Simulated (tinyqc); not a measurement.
# Changing the ripple wavelength over the critical one

Model: strain-driven roughening and islands of a mismatched epitaxial film. Computed by tinyqc, a small Python program. Command: `OMP_NUM_THREADS=1 python tinyqc.py 3003969 3003970 out.jsonl island sweep`. One thread of a shared host (Intel(R) Xeon(R) Processor @ 2.30GHz), about 0.01 s of CPU time with the checks.

Film and substrate share isotropic elastic constants; the film is coherent and biaxially strained.

Inputs (values chosen for the exercise, modelled on Si(0.5)Ge(0.5) on Si):
```
quantity                                     value       unit
misfit |f|                                  0.0205          -
shear modulus G                               55.7        GPa
Poisson ratio nu                              0.24          -
surface energy gamma                          1.13      J/m^2
surface mobility D_s nu_s Omega^2/(k_B T)  3.9e-34  m^6/(J s)
initial ripple amplitude A0                   0.12         nm
```

Transport: surface diffusion.

Method. M = 2 G (1 + nu)/(1 - nu); stress = M f; energy density w = M f^2. A ripple A cos(k x) has the surface chemical potential per volume [gamma k^2 - 2 (1 + nu) w k] A cos(k x), so k_c = 2 (1 + nu) w/gamma. With surface diffusion the amplitude grows at the rate q = B k^2 [2 (1 + nu) w k - gamma k^2], fastest at k_m = (3/4) k_c. B is the surface mobility. Stress at the trough = stress x (1 + 2 k A).

One run for each value:
```
ripple wavelength over the critical one  q over the largest rate  k (1/nm)  stress concentration at A0
0.8                                                  -4.6296e+00   0.20955                      1.0503
1.0                                                  -1.6817e-10   0.16764                      1.0402
1.3                                                   9.9592e-01   0.12895                      1.0309
1.7                                                   7.9465e-01   0.09861                      1.0237
2.2                                                   4.8570e-01   0.07620                      1.0183
2.9                                                   2.5471e-01   0.05781                      1.0139
3.7                                                   1.3659e-01   0.04531                      1.0109
4.8                                                   6.7873e-02   0.03492                      1.0084
6.2                                                   3.3367e-02   0.02704                      1.0065
8.0                                                   1.6204e-02   0.02095                      1.0050
```

Describe and explain the trends.

Over the rows, q over the largest rate goes from -4.63 through a maximum among these rows, 0.996 at 1.30, to 0.0162; k (1/nm) falls from 0.210 to 0.0210 (exponent d ln y / d ln x about -1.0 throughout); stress concentration at A0 falls from 1.05 to 1.01 (exponent d ln y / d ln x -0.043 between the first rows and -0.0057 between the last). The rate is negative below the critical wavelength, where surface energy wins, and falls again at long wavelength, as k^3, since atoms must diffuse farther.

Extremes, crossings and ranges named in words are read from the listed rows.
